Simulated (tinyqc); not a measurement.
Global model of a low-pressure process discharge: electron temperature, density, ion flux and ion energy. From T_e back to height L. Computed by tinyqc, a small Python program. Command: `OMP_NUM_THREADS=1 python tinyqc.py 3110048 3110049 out.jsonl plasma inv`. One thread of a shared host (Intel(R) Xeon(R) Processor @ 2.30GHz), about 0.02 s of CPU time with the checks.

Maxwellian electrons with temperature T_e in eV, one positive ion, no negative ions, uniform bulk density n; rate constants have the Arrhenius form.

Inputs (values chosen for the exercise, of the order of those of an inductive discharge in a simple atomic gas):
```
quantity                     value   unit
ion mass M                      40      u
ionisation prefactor K0    3.7e-14  m^3/s
ionisation energy E_iz        14.1     eV
ion-neutral cross section  8.8e-19    m^2
pressure p                    0.64     Pa
gas temperature T_g            300      K
radius R                        13     cm
```

Constants: k_B = 1.380649e-23 J/K; e = 1.602176634e-19 C; u = 1.6605390666e-27 kg.

Method:
- n_g = p/(k_B T_g); lambda_i = 1/(n_g sigma); h_L = 0.86/sqrt(3 + L/(2 lambda_i)), h_R = 0.8/sqrt(4 + R/lambda_i); A_eff = 2 pi R^2 h_L + 2 pi R L h_R; d_eff = pi R^2 L/A_eff.
- Particle balance: K0 exp(-E_iz/T_e) n_g d_eff = u_B, u_B = sqrt(e T_e/M).
- Root found by bracketing.

Problem. A run gave the result below. Find the height L, known to lie between 8.3 and 25 cm.

T_e = 2.383399 eV

Solution.

Each step takes the trial c = (a f_b - b f_a)/(f_b - f_a), f being the result less the target and a, b, c the logarithms of the listed values; c replaces end b, the old b replaces a if the sign of f changed, and otherwise f_a is halved.

Scan of the range:
```
height L (cm)  T_e (eV)
8.30            2.57968
9.97            2.49344
12.00           2.41721
14.40           2.35223
17.30           2.29615
20.80           2.24846
25.00           2.20866
```

False position (Illinois rule, in the logarithm of the input) inside the bracket:
```
step    end a    end b    trial  T_e (eV)
1     12.0000  14.4000  13.1943   2.38220
2     12.0000  13.1943  13.1119   2.38443
3     13.1943  13.1119  13.1501   2.38340
4     13.1119  13.1501  13.1500   2.38340
```

T_e falls at every point of a 13-point scan of the range (every second point is shown), so one value fits; it is bracketed by 12.0 and 14.4. Answer: height L = 13.15 cm.
